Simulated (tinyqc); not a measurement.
Memristor with linear dopant drift, Joglekar window: two steps of the calculation.

A film of thickness D has a doped share x: R = Ron x + Roff (1 - x), i = v/R, dx/dt = k i F with k = mv Ron/D^2 and F = 1 - (2 x - 1)^(2 p). The drive is v = V0 sin(2 pi f t). The model has no threshold and no heating.

Inputs (values chosen for the exercise):
- Ron = 100 ohm (resistance of the fully doped film)
- Roff = 10000 ohm (resistance of the undoped film)
- D = 15 nm (film thickness)
- mv = 1.1e-14 m^2/(V s) (dopant mobility)
- x0 = 0.26 (doped share at t = 0)
- V0 = 1.1 V (amplitude)
- p = 2 (window exponent)
- f = 1.5 Hz (frequency)

Task 1. Rate constant, charge and flux scales. k = mv Ron/D^2; R0 = R(x0); without a window the film fills (x = 1) after the charge (1 - x0)/k and the flux (R0^2 - Ron^2)/(2 k (Roff - Ron)); half a period supplies the flux V0/(pi f).

Find: k; R0; charge to fill; flux to fill; flux of half a period.

Result 1.

k = 4888.9 1/C
R0 = 7426.0 ohm
charge to fill = 151.36 uC
flux to fill = 0.56958 V s
flux of half a period = 0.23343 V s

Half a period supplies 41.0 % of the flux to fill.

Task 2. One Runge-Kutta step. Step h = 1/(16 f), from t = j h. With g(t, x) = dx/dt: k1 = g(t, x), k2 = g(t + h/2, x + h k1/2), k3 = g(t + h/2, x + h k2/2), k4 = g(t + h, x + h k3), x(new) = x + h (k1 + 2 k2 + 2 k3 + k4)/6.

x at step 2 = 0.28182518
j = 2

Wanted: k1..k4; x at step 3.

Result 2.

k1..k4 (1/s): 0.5083  0.6106  0.6132  0.6984
x at step 3 = 0.3072

Program tinyqc, `OMP_NUM_THREADS=1 python tinyqc.py 2880070 2880071 out.jsonl`; Intel Xeon 2.30GHz, shared host, one thread, about 0.1 s.
